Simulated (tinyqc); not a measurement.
Gupta-type many-body potential for a metal. Inputs raised by 5 %, one at a time. Computed by tinyqc, a small Python program. Command: `OMP_NUM_THREADS=1 python tinyqc.py 3020390 3020391 out.jsonl gupta sens`. One thread of a shared host (Intel(R) Xeon(R) Processor @ 2.30GHz), about 0.02 s of CPU time with the checks.

E_i = sum_j A exp(-p (r_ij/r0 - 1)) - xi rho_i^gamma, with rho_i = sum_j exp(-2 q (r_ij/r0 - 1)); gamma = 1/2 is the tight-binding second-moment form. The crystal is fcc unless stated; d is the neighbour distance and a fixed number of shells is kept.

Inputs (values chosen for the exercise, modelled on platinum):
```
quantity                  value      unit
repulsion A               0.299        eV
hopping xi                 2.76        eV
decay p                    10.8         -
decay q                    4.07         -
reference distance r0     2.775  angstrom
shells kept                   5         -
embedding exponent gamma    0.5         -
```

Constants: 1 eV/angstrom^3 = 160.2176634 GPa.

Method:
- fcc shells: d sqrt(k), k = 1..5, with 12, 6, 24, 12, 24 atoms; Omega = d^3/sqrt2.
- Equilibrium: dE/dd = 0; B = d^2 E''(d)/(9 Omega).
- Repulsion and density of one neighbour in each shell, and their sums.
- Each neighbour j of the vacancy loses one repulsive term and one density term: E_v = sum_shells count x {-repulsion - xi [(rho - density)^gamma - rho^gamma]}. (The removed atom returns to a bulk-like site, so its own energy cancels.)
- Second derivatives of E/Omega at equilibrium under homogeneous strain: e_xx = h gives C11; e_xx = -e_yy = h gives 2 (C11 - C12); e_xy = e_yx = h/2 gives C44.

Runs; columns: (1) input moved; (2) from; (3) to; (4) neighbour distance d (angstrom); (5) bulk modulus B (GPa); (6) vacancy energy E_v (eV); (7) Cauchy pressure C12 - C44 (GPa):
```
(1)                                 (2)      (3)     (4)     (5)     (6)     (7)
base run                              -        -  2.7679  317.44  1.2746  195.46
repulsion A (eV)                  0.299  0.31395  2.7882  305.76  1.2379  188.17
hopping xi (eV)                    2.76    2.898  2.7477  346.07  1.3780  213.21
decay p                            10.8    11.34  2.7864  331.14  1.4108  188.79
decay q                            4.07   4.2735  2.7486  334.93  1.1290  222.45
reference distance r0 (angstrom)  2.775  2.91375  2.9063  274.22  1.2746  168.85
embedding exponent gamma            0.5    0.525  2.7199  377.52  1.5271  228.16
```

Exponents ln(y'/y) / ln(x'/x):
```
input                     neighbour distance d  bulk modulus B  vacancy energy E_v  Cauchy pressure C12 - C44
repulsion A                              0.149          -0.768              -0.599                     -0.779
hopping xi                              -0.151           1.770               1.599                      1.781
decay p                                  0.137           0.866               2.080                     -0.712
decay q                                 -0.143           1.099              -2.486                      2.651
reference distance r0                    1.000          -3.000               0.000                     -3.000
embedding exponent gamma                -0.358           3.553               3.705                      3.170
```

Which inputs matter most for each result?

Among the inputs moved here: neighbour distance d answers most in size to reference distance r0 (exponent +1.000), next to embedding exponent gamma (-0.358). Its exponent +1.000 in reference distance r0: r0 is the length scale. Bulk modulus B answers most in size to embedding exponent gamma (exponent +3.553), next to reference distance r0 (-3.000). Its exponent -3.000 in reference distance r0: energy over volume. Vacancy energy E_v answers most in size to embedding exponent gamma (exponent +3.705), next to decay q (-2.486); its exponent is below 0.0005 for reference distance r0. Cauchy pressure C12 - C44 answers most in size to embedding exponent gamma (exponent +3.170), next to reference distance r0 (-3.000).
